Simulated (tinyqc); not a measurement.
Inside a calculation. Method: sp3 tight binding, zinc-blende lattice. Computed by tinyqc, a small Python program that keeps every step. Command: `OMP_NUM_THREADS=1 python tinyqc.py 24608 24609 out.jsonl` (the two numbers bound the seeds that draw the settings). One thread of a shared host (Intel(R) Xeon(R) Processor @ 2.60GHz), about 0.01 s of CPU time with the checks.

## Bloch Hamiltonian at k

Parameters chosen for this model: zinc-blende lattice, anion at 0, cation at a/4 (1,1,1); V = eta hbar^2 / (m d^2), hbar^2/m = 7.619964 eV angstrom^2:
```
parameter          value      unit
a               3.780000  angstrom
d               1.636788  angstrom
Es anion      -20.280000        eV
Ep anion       -8.330000        eV
Es cation     -12.620000        eV
Ep cation      -4.330000        eV
eta ss         -1.440000
eta sp          1.840000
eta pp sigma    2.980000
eta pp pi      -0.770000
V ss           -4.095723        eV
V sp            5.233423        eV
V pp sigma      8.475870        eV
V pp pi        -2.190074        eV
```

k point k (2 pi / a): [-0.080000, -0.420000, -0.090000]

Slater-Koster rules over the four bonds with direction cosines (l, m, n): ss V_ss; s-px l V_sp; px-s -l V_sp; px-px l^2 V_pps + (1 - l^2) V_ppp; px-py l m (V_pps - V_ppp); each times exp(i k.d).

H(k) at k (eV), order a s, a px, a py, a pz, c s, c px, c py, c pz:
$$\begin{pmatrix}
-20.280000 & 0.000000 & 0.000000 & 0.000000 & -12.714822-0.177323i & -1.035515-1.184975i & -0.168647-7.275910i & -0.919161-1.334978i \\
0.000000 & -8.330000 & 0.000000 & 0.000000 & 1.035515+1.184975i & 4.238274+0.059108i & -1.081545-1.570822i & -0.198441-8.561308i \\
0.000000 & 0.000000 & -8.330000 & 0.000000 & 0.168647+7.275910i & -1.081545-1.570822i & 4.238274+0.059108i & -1.218455-1.394319i \\
0.000000 & 0.000000 & 0.000000 & -8.330000 & 0.919161+1.334978i & -0.198441-8.561308i & -1.218455-1.394319i & 4.238274+0.059108i \\
-12.714822+0.177323i & 1.035515-1.184975i & 0.168647-7.275910i & 0.919161-1.334978i & -12.620000 & 0.000000 & 0.000000 & 0.000000 \\
-1.035515+1.184975i & 4.238274-0.059108i & -1.081545+1.570822i & -0.198441+8.561308i & 0.000000 & -4.330000 & 0.000000 & 0.000000 \\
-0.168647+7.275910i & -1.081545+1.570822i & 4.238274-0.059108i & -1.218455+1.394319i & 0.000000 & 0.000000 & -4.330000 & 0.000000 \\
-0.919161+1.334978i & -0.198441+8.561308i & -1.218455+1.394319i & 4.238274-0.059108i & 0.000000 & 0.000000 & 0.000000 & -4.330000
\end{pmatrix}$$

## Levels at k

Diagonalise the Hermitian matrix.

eigenvalues (eV): [-31.662450, -17.158756, -16.233351, -15.082835, 0.371649, 1.063836, 3.570657, 4.251250]

weights |c|^2 of the basis functions, order a s, a px, a py, a pz, c s, c px, c py, c pz:
$$\begin{pmatrix}
0.602601 & 0.046908 & 0.000094 & 0.053713 & 0.002608 & 0.261889 & 0.000039 & 0.032147 \\
0.000793 & 0.203035 & 0.319505 & 0.072194 & 0.012704 & 0.027130 & 0.189974 & 0.174665 \\
0.022276 & 0.122920 & 0.000380 & 0.386902 & 0.420534 & 0.009351 & 0.000024 & 0.037613 \\
0.001005 & 0.217272 & 0.280977 & 0.097256 & 0.011943 & 0.021568 & 0.208958 & 0.161022 \\
0.335714 & 0.073395 & 0.000183 & 0.086262 & 0.160599 & 0.297572 & 0.000052 & 0.046223 \\
0.001362 & 0.145011 & 0.202186 & 0.046026 & 0.002580 & 0.059793 & 0.287232 & 0.255810 \\
0.034582 & 0.050130 & 0.000279 & 0.201643 & 0.385437 & 0.271801 & 0.000035 & 0.056093 \\
0.001666 & 0.141329 & 0.196396 & 0.056004 & 0.003596 & 0.050895 & 0.313686 & 0.236427
\end{pmatrix}$$

## Bloch Hamiltonian at L

k point L (2 pi / a): [0.500000, 0.500000, 0.500000]

As before.

H(k) at L (eV), order a s, a px, a py, a pz, c s, c px, c py, c pz:
$$\begin{pmatrix}
-20.280000 & 0.000000 & 0.000000 & 0.000000 & -5.792227+5.792227i & -4.273072+4.273072i & -4.273072+4.273072i & -4.273072+4.273072i \\
0.000000 & -8.330000 & 0.000000 & 0.000000 & 4.273072-4.273072i & 1.930742-1.930742i & -5.027974+5.027974i & -5.027974+5.027974i \\
0.000000 & 0.000000 & -8.330000 & 0.000000 & 4.273072-4.273072i & -5.027974+5.027974i & 1.930742-1.930742i & -5.027974+5.027974i \\
0.000000 & 0.000000 & 0.000000 & -8.330000 & 4.273072-4.273072i & -5.027974+5.027974i & -5.027974+5.027974i & 1.930742-1.930742i \\
-5.792227-5.792227i & 4.273072+4.273072i & 4.273072+4.273072i & 4.273072+4.273072i & -12.620000 & 0.000000 & 0.000000 & 0.000000 \\
-4.273072-4.273072i & 1.930742+1.930742i & -5.027974-5.027974i & -5.027974-5.027974i & 0.000000 & -4.330000 & 0.000000 & 0.000000 \\
-4.273072-4.273072i & -5.027974-5.027974i & 1.930742+1.930742i & -5.027974-5.027974i & 0.000000 & 0.000000 & -4.330000 & 0.000000 \\
-4.273072-4.273072i & -5.027974-5.027974i & -5.027974-5.027974i & 1.930742+1.930742i & 0.000000 & 0.000000 & 0.000000 & -4.330000
\end{pmatrix}$$

## Levels at L

As before.

eigenvalues (eV): [-28.883983, -24.194598, -16.372284, -16.372284, -1.101164, 3.712284, 3.712284, 8.619745]

## Bands along a path

The same steps at evenly spaced points between the labelled ones.

Bands along the path (eV):
```
k             band 1      band 2      band 3      band 4     band 5     band 6     band 7    band 8
L         -28.883983  -24.194598  -16.372284  -16.372284  -1.101164   3.712284   3.712284  8.619745
L-G 0.25  -30.065202  -22.272123  -15.871061  -15.871061  -0.917777   3.211061   3.211061  7.695102
L-G 0.50  -31.731160  -18.482923  -14.535778  -14.535778  -0.486685   1.875778   1.875778  5.140768
L-G 0.75  -32.873805  -14.365688  -12.935888  -12.935888  -0.110916   0.275888   0.275888  1.790409
G         -33.274625  -12.145679  -12.145679  -12.145679  -0.514321  -0.514321  -0.514321  0.374625
G-X 0.25  -32.736341  -14.015880  -14.015880  -13.444542  -0.292583   0.913466   1.355880  1.355880
G-X 0.50  -31.161120  -17.285965  -17.285965  -16.573214   0.380956   1.793379   4.625965  4.625965
G-X 0.75  -28.742525  -20.299369  -19.783386  -19.783386   1.244120   2.237774   7.123386  7.123386
X         -26.785117  -22.749942  -20.691205  -20.691205   1.799942   2.175117   8.031205  8.031205
X-W 0.25  -26.785117  -22.749942  -20.691205  -20.691205   1.799942   2.175117   8.031205  8.031205
X-W 0.50  -26.785117  -22.749942  -20.691205  -20.691205   1.799942   2.175117   8.031205  8.031205
X-W 0.75  -26.785117  -22.749942  -20.691205  -20.691205   1.799942   2.175117   8.031205  8.031205
W         -26.785117  -22.749942  -20.691205  -20.691205   1.799942   2.175117   8.031205  8.031205
```

With 4 band(s) filled, the highest filled level on these points lies at G and the lowest empty one at L: a gap of 11.0445 eV, indirect.
